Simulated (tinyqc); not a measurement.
Coupled-perturbed Hartree-Fock on RHF in the sto-6g basis, for H6, spin multiplicity 1, step by step. Computed by tinyqc, a small Python program that keeps every step (integrals from PySCF). Settings: charge = 0, multiplicity = 1, basis = sto-6g, method = RHF, energy threshold = 1e-10, iteration cap = 69, orthogonalisation = symmetric, start = core, DIIS depth = 6. Command: `OMP_NUM_THREADS=1 python tinyqc.py 20717 20718 out.jsonl` (the two numbers bound the seeds that draw the settings). One thread of a shared host (Intel(R) Xeon(R) Processor @ 2.60GHz), about 0.3 s of CPU time with the checks. The early iterations of the SCF are left out here.

## One-electron integrals

Geometry (angstrom):
```
atom         x         y         z
H     0.000000  0.000000  0.000000
H     0.000000  0.000000  0.914000
H     0.000000  0.000000  2.177000
H     0.000000  0.000000  3.091000
H     0.000000  0.000000  4.355000
H     0.000000  0.000000  5.269000
```

Basis sto-6g: exponents (1/bohr^2) and contraction coefficients of normalised primitives:
```
element  l (shell)   exponent  coefficient
H            s (1)  35.523221     0.009164
H            s (1)   6.513144     0.049361
H            s (1)   1.822143     0.168538
H            s (1)   0.625955     0.370563
H            s (1)   0.243077     0.416492
H            s (1)   0.100112     0.130334
```

Overlap, kinetic and nuclear-attraction integrals over the contracted functions; the nuclear repulsion is the sum of Za Zb / Rab.

nuclear repulsion = 4.38620683 hartree

overlap S, order 1H 1s, 2H 1s, 3H 1s, 4H 1s, 5H 1s, 6H 1s:
```
[[1.000000, 0.548584, 0.089953, 0.018396, 0.001576, 0.000215],
 [0.548584, 1.000000, 0.356631, 0.089953, 0.009625, 0.001576],
 [0.089953, 0.356631, 1.000000, 0.548584, 0.089806, 0.018363],
 [0.018396, 0.089953, 0.548584, 1.000000, 0.356157, 0.089806],
 [0.001576, 0.009625, 0.089806, 0.356157, 1.000000, 0.548584],
 [0.000215, 0.001576, 0.018363, 0.089806, 0.548584, 1.000000]]
```

kinetic energy T (hartree), order 1H 1s, 2H 1s, 3H 1s, 4H 1s, 5H 1s, 6H 1s:
```
[[0.768522, 0.145666, -0.012092, -0.005031, -0.000694, -0.000124],
 [0.145666, 0.768522, 0.041402, -0.012092, -0.003044, -0.000694],
 [-0.012092, 0.041402, 0.768522, 0.145666, -0.012090, -0.005024],
 [-0.005031, -0.012092, 0.145666, 0.768522, 0.041214, -0.012090],
 [-0.000694, -0.003044, -0.012090, 0.041214, 0.768522, 0.145666],
 [-0.000124, -0.000694, -0.005024, -0.012090, 0.145666, 0.768522]]
```

nuclear attraction V (hartree), order 1H 1s, 2H 1s, 3H 1s, 4H 1s, 5H 1s, 6H 1s:
```
[[-2.429604, -1.331837, -0.205071, -0.041024, -0.003353, -0.000442],
 [-1.331837, -2.726282, -0.878545, -0.214694, -0.021445, -0.003353],
 [-0.205071, -0.878545, -2.865039, -1.478197, -0.214300, -0.040943],
 [-0.041024, -0.214694, -1.478197, -2.864785, -0.877113, -0.204688],
 [-0.003353, -0.021445, -0.214300, -0.877113, -2.725861, -1.331694],
 [-0.000442, -0.003353, -0.040943, -0.204688, -1.331694, -2.429437]]
```

core Hamiltonian H = T + V (hartree), order 1H 1s, 2H 1s, 3H 1s, 4H 1s, 5H 1s, 6H 1s:
```
[[-1.661082, -1.186171, -0.217163, -0.046056, -0.004047, -0.000566],
 [-1.186171, -1.957760, -0.837143, -0.226787, -0.024489, -0.004047],
 [-0.217163, -0.837143, -2.096517, -1.332531, -0.226390, -0.045967],
 [-0.046056, -0.226787, -1.332531, -2.096263, -0.835899, -0.216778],
 [-0.004047, -0.024489, -0.226390, -0.835899, -1.957339, -1.186029],
 [-0.000566, -0.004047, -0.045967, -0.216778, -1.186029, -1.660915]]
```

## Two-electron integrals

Functions are numbered as in S; the eight-fold symmetry (ij|kl) = (ji|kl) = (kl|ij) leaves the list below.

Two-electron integrals (ij|kl) in chemists' order, unique and non-zero (hartree):
```
(11|11) 0.774999   (21|11) 0.350833   (21|21) 0.196809   (22|11) 0.506909
(22|21) 0.350833   (22|22) 0.774999   (31|11) 0.039912   (31|21) 0.024946
(31|22) 0.051149   (31|31) 0.003964   (32|11) 0.122028   (32|21) 0.086799
(32|22) 0.205034   (32|31) 0.016423   (32|32) 0.076288   (33|11) 0.242629
(33|21) 0.168735   (33|22) 0.401013   (33|31) 0.039912   (33|32) 0.205034
(33|33) 0.774999   (41|11) 0.006582   (41|21) 0.004173   (41|22) 0.008721
(41|31) 0.000720   (41|32) 0.003118   (41|33) 0.008721   (41|41) 0.000141
(42|11) 0.024850   (42|21) 0.017229   (42|22) 0.039912   (42|31) 0.003466
(42|32) 0.016423   (42|33) 0.051149   (42|41) 0.000720   (42|42) 0.003964
(43|11) 0.110823   (43|21) 0.074154   (43|22) 0.168735   (43|31) 0.017229
(43|32) 0.086799   (43|33) 0.350833   (43|41) 0.004173   (43|42) 0.024946
(43|43) 0.196809   (44|11) 0.171189   (44|21) 0.110823   (44|22) 0.242629
(44|31) 0.024850   (44|32) 0.122028   (44|33) 0.506909   (44|41) 0.006582
(44|42) 0.039912   (44|43) 0.350833   (44|44) 0.774999   (51|11) 0.000431
(51|21) 0.000279   (51|22) 0.000596   (51|31) 0.000051   (51|32) 0.000230
(51|33) 0.000694   (51|41) 0.000011   (51|42) 0.000057   (51|43) 0.000365
(51|44) 0.000643   (51|51) 8.91e-07   (52|11) 0.002102   (52|21) 0.001416
(52|22) 0.003198   (52|31) 0.000290   (52|32) 0.001367   (52|33) 0.004495
(52|41) 0.000064   (52|42) 0.000358   (52|43) 0.002457   (52|44) 0.004496
(52|51) 0.000006   (52|52) 0.000037   (53|11) 0.014887   (53|21) 0.009621
(53|22) 0.021026   (53|31) 0.002111   (53|32) 0.010238   (53|33) 0.039836
(53|41) 0.000524   (53|42) 0.003093   (53|43) 0.024899   (53|44) 0.051055
(53|51) 0.000051   (53|52) 0.000357   (53|53) 0.003950   (54|11) 0.050918
(54|21) 0.032025   (54|22) 0.067762   (54|31) 0.006734   (54|32) 0.031723
(54|33) 0.121834   (54|41) 0.001738   (54|42) 0.010241   (54|43) 0.086658
(54|44) 0.204699   (54|51) 0.000189   (54|52) 0.001366   (54|53) 0.016371
(54|54) 0.076067   (55|11) 0.121510   (55|21) 0.074679   (55|22) 0.153784
(55|31) 0.014909   (55|32) 0.067839   (55|33) 0.242519   (55|41) 0.003688
(55|42) 0.021056   (55|43) 0.168642   (55|44) 0.400753   (55|51) 0.000431
(55|52) 0.003198   (55|53) 0.039836   (55|54) 0.204699   (55|55) 0.774999
(61|11) 0.000048   (61|21) 0.000031   (61|22) 0.000068   (61|31) 0.000006
(61|32) 0.000028   (61|33) 0.000090   (61|41) 1.33e-06   (61|42) 0.000007
(61|43) 0.000049   (61|44) 0.000090   (61|51) 1.17e-07   (61|52) 7.55e-07
(61|53) 0.000007   (61|54) 0.000028   (61|55) 0.000068   (61|61) 1.58e-08
(62|11) 0.000293   (62|21) 0.000194   (62|22) 0.000431   (62|31) 0.000040
(62|32) 0.000190   (62|33) 0.000643   (62|41) 0.000009   (62|42) 0.000051
(62|43) 0.000365   (62|44) 0.000694   (62|51) 8.36e-07   (62|52) 0.000006
(62|53) 0.000057   (62|54) 0.000229   (62|55) 0.000596   (62|61) 1.17e-07
(62|62) 8.91e-07   (63|11) 0.002705   (63|21) 0.001718   (63|22) 0.003682
(63|31) 0.000365   (63|32) 0.001737   (63|33) 0.006568   (63|41) 0.000090
(63|42) 0.000524   (63|43) 0.004164   (63|44) 0.008703   (63|51) 0.000009
(63|52) 0.000064   (63|53) 0.000717   (63|54) 0.003107   (63|55) 0.008703
(63|61) 1.33e-06   (63|62) 0.000011   (63|63) 0.000140   (64|11) 0.011528
(64|21) 0.007150   (64|22) 0.014887   (64|31) 0.001458   (64|32) 0.006732
(64|33) 0.024804   (64|41) 0.000365   (64|42) 0.002111   (64|43) 0.017197
(64|44) 0.039836   (64|51) 0.000040   (64|52) 0.000289   (64|53) 0.003454
(64|54) 0.016371   (64|55) 0.051055   (64|61) 0.000006   (64|62) 0.000051
(64|63) 0.000717   (64|64) 0.003950   (65|11) 0.060437   (65|21) 0.036731
(65|22) 0.074679   (65|31) 0.007161   (65|32) 0.032062   (65|33) 0.110781
(65|41) 0.001721   (65|42) 0.009635   (65|43) 0.074120   (65|44) 0.168642
(65|51) 0.000194   (65|52) 0.001416   (65|53) 0.017197   (65|54) 0.086658
(65|55) 0.350833   (65|61) 0.000031   (65|62) 0.000279   (65|63) 0.004164
(65|64) 0.024899   (65|65) 0.196809   (66|11) 0.100432   (66|21) 0.060437
(66|22) 0.121510   (66|31) 0.011545   (66|32) 0.050978   (66|33) 0.171134
(66|41) 0.002709   (66|42) 0.014909   (66|43) 0.110781   (66|44) 0.242519
(66|51) 0.000293   (66|52) 0.002102   (66|53) 0.024804   (66|54) 0.121834
(66|55) 0.506909   (66|61) 0.000048   (66|62) 0.000431   (66|63) 0.006568
(66|64) 0.039836   (66|65) 0.350833   (66|66) 0.774999
```

## Orthogonalisation

S = U s U^T; symmetric (Loewdin) form X = U s^(-1/2) U^T, so that X^T S X = 1.

eigenvalues of S: [0.286602, 0.399277, 0.562311, 1.195210, 1.592663, 1.963937]

X, order 1H 1s, 2H 1s, 3H 1s, 4H 1s, 5H 1s, 6H 1s:
```
[[1.151772, -0.361873, 0.051845, -0.013915, 0.002372, -0.000659],
 [-0.361873, 1.222203, -0.248719, 0.054799, -0.008263, 0.002373],
 [0.051845, -0.248719, 1.228599, -0.382595, 0.054740, -0.013907],
 [-0.013915, 0.054799, -0.382595, 1.228394, -0.248336, 0.051782],
 [0.002372, -0.008263, 0.054740, -0.248336, 1.221985, -0.361823],
 [-0.000659, 0.002373, -0.013907, 0.051782, -0.361823, 1.151758]]
```

## Iteration 7 (converged): orbitals

converged F (hartree), order 1H 1s, 2H 1s, 3H 1s, 4H 1s, 5H 1s, 6H 1s:
```
[[-0.286182, -0.518645, -0.116186, -0.010478, 0.000034, -0.003689],
 [-0.518645, -0.334436, -0.285949, -0.115846, -0.012698, 0.000032],
 [-0.116186, -0.285949, -0.338212, -0.523123, -0.115654, -0.010459],
 [-0.010478, -0.115846, -0.523123, -0.338071, -0.285534, -0.115995],
 [0.000034, -0.012698, -0.115654, -0.285534, -0.334286, -0.518635],
 [-0.003689, 0.000032, -0.010459, -0.115995, -0.518635, -0.286177]]
```

Diagonalise F' = X^T F X, C = X C', fill 3 alpha and 3 beta electrons from the bottom; D = 2 C_occ C_occ^T. Each column has its largest component positive (the first on a tie).

F' = X^T F X (hartree):
```
[[0.004718, -0.534368, 0.061460, -0.001495, 0.003931, -0.005795],
 [-0.534368, 0.051904, -0.286466, 0.065126, -0.009172, 0.003932],
 [0.061460, -0.286466, 0.057645, -0.556191, 0.065071, -0.001526],
 [-0.001495, 0.065126, -0.556191, 0.057514, -0.286030, 0.061402],
 [0.003931, -0.009172, 0.065071, -0.286030, 0.051764, -0.534326],
 [-0.005795, 0.003932, -0.001526, 0.061402, -0.534326, 0.004706]]
```

orbital energies (hartree): [-0.631892, -0.539270, -0.414335, 0.317092, 0.589194, 0.907462]

coefficients C, order 1H 1s, 2H 1s, 3H 1s, 4H 1s, 5H 1s, 6H 1s:
```
[[0.199838, -0.376506, -0.391195, 0.593544, -0.731077, 0.488800],
 [0.271986, -0.406865, -0.288535, -0.400200, 0.813829, -0.737851],
 [0.375876, -0.083772, 0.429732, -0.614141, -0.226187, 0.980955],
 [0.375645, 0.084142, 0.429905, 0.614366, -0.226906, -0.980275],
 [0.271300, 0.407554, -0.288209, 0.399978, 0.814822, 0.736355],
 [0.199346, 0.377156, -0.390780, -0.593137, -0.731993, -0.487877]]
```

D after iteration 7, order 1H 1s, 2H 1s, 3H 1s, 4H 1s, 5H 1s, 6H 1s:
```
[[0.669450, 0.640827, -0.122908, -0.249577, 0.027030, 0.101413],
 [0.640827, 0.645536, 0.024648, -0.112214, -0.017742, 0.027044],
 [-0.122908, 0.024648, 0.665941, 0.637783, -0.112039, -0.249194],
 [-0.249577, -0.112214, 0.637783, 0.666015, 0.024605, -0.122761],
 [0.027030, -0.017742, -0.112039, 0.024605, 0.645536, 0.640840],
 [0.101413, 0.027044, -0.249194, -0.122761, 0.640840, 0.669389]]
```

## Convergence

Stop when the energy changes by less than 1e-10 hartree and every element of the error matrix X^T (F D S - S D F) X is below 3e-06.

Course of the cycle:
```
iteration  E (hartree)     change  largest element of the error matrix
1          -2.92083064          -                             4.29e-01
2          -3.25228150  -3.31e-01                             3.15e-02
3          -3.25482204  -2.54e-03                             8.88e-03
4          -3.25504192  -2.20e-04                             2.04e-04
5          -3.25504206  -1.41e-07                             7.17e-06
6          -3.25504206  -1.33e-10                             4.36e-07
7          -3.25504206  -5.85e-13                             6.99e-09
```

PySCF RHF in the same basis = -3.25504206 hartree

Converged in 7 iterations.

## Integrals over molecular orbitals

(pq|rs) = sum C_ip C_jq C_kr C_ls (ij|kl), one index at a time.

one-electron integrals over orbitals h = C^T H C (hartree):
```
[[-2.164253, 0.000052, -0.133644, 0.000226, -0.073151, 0.000045],
 [0.000052, -1.954000, -0.000141, -0.159582, -0.000147, -0.058110],
 [-0.133644, -0.000141, -1.937499, -0.000094, 0.139583, -0.000162],
 [0.000226, -0.159582, -0.000094, -1.592315, 0.000152, 0.143589],
 [-0.073151, -0.000147, 0.139583, 0.000152, -1.312913, 0.000033],
 [0.000045, -0.058110, -0.000162, 0.143589, 0.000033, -1.223599]]
```

Two-electron integrals over orbitals (pq|rs), unique and non-zero (hartree):
```
(11|11) 0.402240    (21|11) -0.000215   (21|21) 0.127162    (22|11) 0.318007
(22|21) 0.000279    (22|22) 0.378246    (31|11) 0.079671    (31|21) 0.000186
(31|22) -0.055083   (31|31) 0.126724    (32|11) 0.000262    (32|21) -0.121620
(32|22) -0.000348   (32|31) -0.000076   (32|32) 0.139782    (33|11) 0.373996
(33|21) -0.000096   (33|22) 0.333707    (33|31) 0.042518    (33|32) 0.000152
(33|33) 0.374264    (41|11) -0.000145   (41|21) 0.036696    (41|22) 0.000038
(41|31) -0.000021   (41|32) 0.005139    (41|33) 0.000005    (41|41) 0.081800
(42|11) 0.056078    (42|21) 0.000029    (42|22) -0.003140   (42|31) 0.049734
(42|32) 0.000044    (42|33) 0.013712    (42|41) -0.000021   (42|42) 0.071483
(43|11) -0.000055   (43|21) 0.061363    (43|22) 0.000128    (43|31) 0.000140
(43|32) -0.059839   (43|33) -0.000029   (43|41) 0.015797    (43|42) 0.000055
(43|43) 0.077922    (44|11) 0.373116    (44|21) -0.000062   (44|22) 0.333140
(44|31) 0.039496    (44|32) 0.000105    (44|33) 0.364049    (44|41) -0.000020
(44|42) 0.022102    (44|43) -0.000011   (44|44) 0.377535    (51|11) 0.008768
(51|21) -0.000039   (51|22) 0.027081    (51|31) -0.022722   (51|32) -0.000007
(51|33) -0.010186   (51|41) -0.000095   (51|42) 0.039179    (51|43) 0.000010
(51|44) -0.001453   (51|51) 0.048815    (52|11) -0.000010   (52|21) 0.022956
(52|22) 0.000074    (52|31) -2.86e-07   (52|32) 0.005001    (52|33) 0.000012
(52|41) 0.055896    (52|42) 0.000142    (52|43) -0.039584   (52|44) 0.000013
(52|51) 0.000056    (52|52) 0.089949    (53|11) -0.063346   (53|21) -0.000030
(53|22) -0.002103   (53|31) -0.053549   (53|32) -0.000032   (53|33) -0.026407
(53|41) 0.000036    (53|42) -0.068289   (53|43) -0.000074   (53|44) -0.022319
(53|51) -0.034476   (53|52) -0.000110   (53|53) 0.072910    (54|11) -0.000269
(54|21) 0.121859    (54|22) 0.000334    (54|31) 0.000075    (54|32) -0.133775
(54|33) -0.000154   (54|41) 0.003037    (54|42) -0.000037   (54|43) 0.061281
(54|44) -0.000115   (54|51) 0.000005    (54|52) -0.002855   (54|53) 0.000031
(54|54) 0.143057    (55|11) 0.331245    (55|21) 0.000198    (55|22) 0.381507
(55|31) -0.045625   (55|32) -0.000254   (55|33) 0.344138    (55|41) 0.000025
(55|42) 0.001369    (55|43) 0.000096    (55|44) 0.352027    (55|51) 0.027230
(55|52) 0.000067    (55|53) -0.004588   (55|54) 0.000261    (55|55) 0.403982
(61|11) 0.000015    (61|21) -0.001746   (61|22) -0.000040   (61|31) 0.000067
(61|32) -0.014531   (61|33) -1.11e-06   (61|41) -0.029377   (61|42) -0.000052
(61|43) -0.051760   (61|44) 3.72e-06    (61|51) -0.000062   (61|52) 0.032561
(61|53) 0.000060    (61|54) 0.011761    (61|55) -0.000045   (61|61) 0.067541
(62|11) 0.013974    (62|21) -0.000024   (62|22) 0.031685    (62|31) -0.020602
(62|32) -0.000011   (62|33) -0.000266   (62|41) -0.000070   (62|42) 0.036306
(62|43) -9.93e-07   (62|44) -0.002137   (62|51) 0.045410    (62|52) 0.000087
(62|53) -0.038153   (62|54) 0.000009    (62|55) 0.030799    (62|61) -0.000050
(62|62) 0.047591    (63|11) 0.000145    (63|21) -0.040183   (63|22) -0.000041
(63|31) 2.79e-06    (63|32) 0.002737    (63|33) 0.000011    (63|41) -0.078730
(63|42) 0.000010    (63|43) -0.017998   (63|44) 0.000008    (63|51) 0.000090
(63|52) -0.056175   (63|53) -0.000032   (63|54) -0.002222   (63|55) -0.000027
(63|61) 0.028965    (63|62) 0.000074    (63|63) 0.083915    (64|11) -0.081570
(64|21) -0.000140   (64|22) 0.048135    (64|31) -0.121731   (64|32) 0.000029
(64|33) -0.043895   (64|41) 0.000026    (64|42) -0.051867   (64|43) -0.000122
(64|44) -0.044102   (64|51) 0.019692    (64|52) -4.58e-07   (64|53) 0.054462
(64|54) -0.000035   (64|55) 0.049033    (64|61) -0.000060   (64|62) 0.019609
(64|63) -0.000012   (64|64) 0.130909    (65|11) -0.000218   (65|21) 0.129839
(65|22) 0.000294    (65|31) 0.000186    (65|32) -0.125673   (65|33) -0.000096
(65|41) 0.037815    (65|42) 0.000028    (65|43) 0.065022    (65|44) -0.000060
(65|51) -0.000039   (65|52) 0.023733    (65|53) -0.000031   (65|54) 0.131366
(65|55) 0.000225    (65|61) -0.002772   (65|62) -0.000025   (65|63) -0.044040
(65|64) -0.000152   (65|65) 0.145069    (66|11) 0.427189    (66|21) -0.000179
(66|22) 0.338263    (66|31) 0.085399    (66|32) 0.000235    (66|33) 0.399601
(66|41) -0.000140   (66|42) 0.061823    (66|43) -0.000035   (66|44) 0.405693
(66|51) 0.010295    (66|52) 1.05e-06    (66|53) -0.070672   (66|54) -0.000250
(66|55) 0.361399    (66|61) 0.000015    (66|62) 0.016247    (66|63) 0.000147
(66|64) -0.093384   (66|65) -0.000196   (66|66) 0.477215
```

## Response to a field: uncoupled start

dipole integrals <a|z|i> (bohr), order a4, a5, a6:
```
[[-0.058802, -0.000401, 1.889023],
 [0.000062, -0.727605, 0.000023],
 [-0.306433, -0.000087, 0.059631]]
```

Field along z; U_ai = -mu_ai / (e_a - e_i), alpha = -4 sum U_ai mu_ai.

uncoupled U, order a4, a5, a6:
```
[[0.061963, 0.000468, -2.582656],
 [-0.000051, 0.644775, -0.000022],
 [0.199066, 0.000060, -0.045114]]
```

uncoupled polarisability = 21.660693 bohr^3

## Coupled step 1

U_ai = -(mu_ai + sum_bj [4 (ai|bj) - (ab|ij) - (aj|bi)] U_bj) / (e_a - e_i); alpha = -4 sum U_ai mu_ai.

U after step 1, order a4, a5, a6:
```
[[0.043942, 0.000636, -3.080733],
 [-0.000187, 0.810725, -0.000103],
 [0.236227, -0.000014, -0.033794]]
```

polarisability = 25.945808 bohr^3

## Coupled step 2

As before.

U after step 2, order a4, a5, a6:
```
[[0.036667, 0.000668, -3.178688],
 [-0.000234, 0.849537, -0.000121],
 [0.244284, -0.000041, -0.030661]]
```

polarisability = 26.806343 bohr^3

## Coupled polarisability

Repeat until U stops changing; compare with -d2E/dF2.

Course of the coupled iterations:
```
step  alpha (bohr^3)
0          21.660693
1          25.945808
2          26.806343
3          26.980688
4          27.016213
5          27.023480
6          27.024971
7          27.025277
8          27.025340
9          27.025354
10         27.025356
11         27.025357
12         27.025357
13         27.025357
```

coupled polarisability = 27.025357 bohr^3

finite-field check, fields of +/-0.001 au = 27.025676 bohr^3
